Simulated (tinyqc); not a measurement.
Nudged elastic band on a two-dimensional model surface: one step, computed by the program tinyqc. Command: `OMP_NUM_THREADS=1 python tinyqc.py 3010402 3010403 out.jsonl neb walk`. One thread of a shared host (Intel(R) Xeon(R) Processor @ 2.30GHz), about 0.3 s of CPU time with the checks.

V(x, y) = h u^2 + t x + (kappa/2)(y + c u)^2 with u = x^2/w^2 - 1; the path runs from the minimum near (-w, 0) to that near (w, 0).

Task: Iteration 2. Tangent at image i: towards the higher neighbour if the energies rise or fall through i; at a maximum or minimum, tau = t+ dmax + t- dmin if V(i+1) > V(i-1), else t+ dmin + t- dmax, with t+ = R(i+1) - R(i), t- = R(i) - R(i-1) and dmax, dmin the larger and smaller of |V(i+1) - V(i)| and |V(i-1) - V(i)|; then normalise. Force F = -grad V + (grad V.tau) tau + k_s (|t+| - |t-|) tau. With a climbing image, the highest image feels instead F = -grad V + 2 (grad V.tau) tau and no spring. Update R(new) = R + eta F; the end points stay fixed.

Inputs (values chosen for the exercise, for a model surface):
```
quantity,value,unit
height h,0.56,eV
half width w,1.6,angstrom
transverse stiffness kappa,4.6,eV/angstrom^2
curvature c,0.55,angstrom
tilt t,0.12,eV/angstrom
spring constant k_s,1.4,eV/angstrom^2
step factor eta,0.056,angstrom^2/eV
```

Surface: curved double well. Climbing image: on.

images after iteration 1 (angstrom):
```
,x,y
image 1,-1.135151,0.050827
image 2,-0.604697,0.113295
image 3,-0.063188,0.143537
image 4,0.459073,0.141806
image 5,0.992321,0.110149
```

positions (angstrom):
```
,x,y
start,-1.664606,-0.045313
end,1.526432,0.049415
saddle,0.138173,0.545898
```

Give: unit tangents; forces; images after iteration 2.

Result:

unit tangents:
```
,x,y
image 1,0.9931,0.1170
image 2,0.9984,0.0558
image 3,0.9999,0.0120
image 4,1.0000,-0.0033
image 5,0.9982,-0.0593
```

forces (eV/angstrom):
```
,x,y
image 1,-0.140,1.137
image 2,-0.083,1.699
image 3,0.181,1.871
image 4,0.022,1.671
image 5,0.070,1.097
```

images after iteration 2 (angstrom):
```
,x,y
image 1,-1.143,0.115
image 2,-0.609,0.208
image 3,-0.053,0.248
image 4,0.460,0.235
image 5,0.996,0.172
```
